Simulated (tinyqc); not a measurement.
From results back to parameters: six-band hole subbands of a thin body in a field. Three cases, with inputs chosen for the exercise.

Problem. Without spin-orbit coupling the masses along a normal n are the inverse eigenvalues of C(n n^T)/c: 1/(g1 - 2 g2) twice and 1/(g1 + 4 g2) on (001); 1/(g1 - 2 g3) twice and 1/(g1 + 4 g3) on (111); on (110) 1/(g1 + g2 - 3 g3), 1/(g1 - 2 g2) and 1/(g1 + g2 + 3 g3). Three masses were computed from hidden g1, g2, g3.

Find: g1, g2, g3; heaviest mass on (110).

Method. The inverse masses on (001) differ by 6 g2, which gives g2 and g1; g3 = (g1 - 1/m(111))/2.

Case 1.

heavy and light mass on (001) (m0): 0.277778  0.177305

heavy mass on (111) = 0.724638 m0

Solution.

g1, g2, g3: 4.28  0.34  1.45

heaviest mass on (110) = 3.70 m0

Case 2.

heavy and light mass on (001) (m0): 0.204918  0.032982

heavy mass on (111) = 0.510204 m0

Solution.

g1, g2, g3: 13.36  4.24  5.70

heaviest mass on (110) = 2.00 m0

Case 3.

heavy and light mass on (001) (m0): 0.277008  0.176991

heavy mass on (111) = 0.709220 m0

Solution.

g1, g2, g3: 4.29  0.34  1.44

heaviest mass on (110) = 3.23 m0

Computed by tinyqc, one run a case: `OMP_NUM_THREADS=1 python tinyqc.py N N+1 out.jsonl` with N = 1251112, 1251122, 1251138; one thread of a shared Intel(R) Xeon(R) Processor @ 2.30GHz, about 1 s a run at most.
